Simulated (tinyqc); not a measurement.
Growth of the error with array size.

Square N x N arrays wired as follows: each row is driven at its left end through one segment rw, neighbouring nodes are joined by rw, each column ends in one more rw and a virtual ground. All cells have G = 23.0 uS and all rows V = 0.3 V, so the ideal current is N V G. The nodal equations are solved exactly.

Parameters, values chosen for the exercise: wire resistance between neighbouring cells rw = 200 ohm.

Growth of the error with array size:

| N | ideal (uA) | first column (uA) | last column (uA) | error of the last column (%) | 100 N^2 rw G |
|---|---|---|---|---|---|
| 2 | 13.80 | 13.52 | 13.46 | -2.469 | 1.840 |
| 4 | 27.60 | 26.22 | 25.54 | -7.468 | 7.360 |
| 6 | 41.40 | 37.78 | 35.47 | -14.33 | 16.56 |
| 8 | 55.20 | 48.00 | 42.95 | -22.20 | 29.44 |
| 12 | 82.80 | 64.27 | 51.15 | -38.23 | 66.24 |
| 16 | 110.4 | 75.47 | 52.88 | -52.10 | 117.8 |
| 20 | 138.0 | 82.76 | 51.11 | -62.96 | 184.0 |

What does the table show?

The error of the last column goes from -2.47 % at N = 2 to -63.0 % at N = 20, as N^(1.57) between N = 4 and 8 and N^(0.85) between the last two rows. The scale N^2 rw G (N segments carrying the current of up to N cells) is 1.33 times the error at N = 8. The last column carries 0.618 of the current of the first at N = 20.

Program tinyqc, `OMP_NUM_THREADS=1 python tinyqc.py 2880043 2880044 out.jsonl`; Intel Xeon 2.30GHz, shared host, one thread, about 0.02 s.
